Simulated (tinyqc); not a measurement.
How errors in the targets pass to the parameters: fitting sp3s* parameters to three gaps by Newton steps.

J:
```
            Vss      Exa      Exc
Gamma  -0.84203  0.00000  0.00000
X       0.00000  0.25808  0.00000
L      -0.16870  0.07662  0.04596
```

The gaps at Gamma, X and L of an sp3s* model are fitted with Vss, Exa and Exc; J holds the derivatives of the gaps by these parameters at the start. The change of each parameter for +10 meV on one target is 10 J^-1, in meV.

Shifts (meV):

| target raised | Vss | Exa | Exc |
|---|---|---|---|
| Gamma | -11.9 | 0.0 | -43.6 |
| X | 0.0 | 38.7 | -64.6 |
| L | 0.0 | 0.0 | 217.6 |

root sum of squares (meV): Vss 11.9, Exa 38.7, Exc 231.1

What does the comparison show?

Independent errors of 10 meV leave Exc least certain (231 meV) and Vss best fixed (11.9 meV). The largest single entry, 218 meV, comes from the target at L.

Program tinyqc; command `OMP_NUM_THREADS=1 python tinyqc.py 1481154 1481155 out.jsonl`; about 0.2 s on one thread of a shared Intel(R) Xeon(R) Processor @ 2.30GHz.
